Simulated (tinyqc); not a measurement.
Gated graphene, quantum capacitance: one step of the calculation.

phi is the Fermi level above the Dirac point, in volts; Vg is counted from the gate voltage of charge neutrality. Ideal linear bands, no charge puddles.

Problem. Gate capacitance. Cox = eps0 eox/tox.

Inputs (values chosen for the exercise): relative permittivity of the gate insulator (close to aluminium oxide) eox = 8.79; insulator thickness tox = 21 nm.

Constants: eps0 = 8.8541878128e-14 F/cm where lengths are in cm. Results are converted to the units shown.

Give: Cox.

Solution.

Cox = 0.37061 uF/cm^2

tinyqc, about 0.01 s, one thread, Intel Xeon 2.30GHz (shared host): `OMP_NUM_THREADS=1 python tinyqc.py 2200047 2200048 out.jsonl`
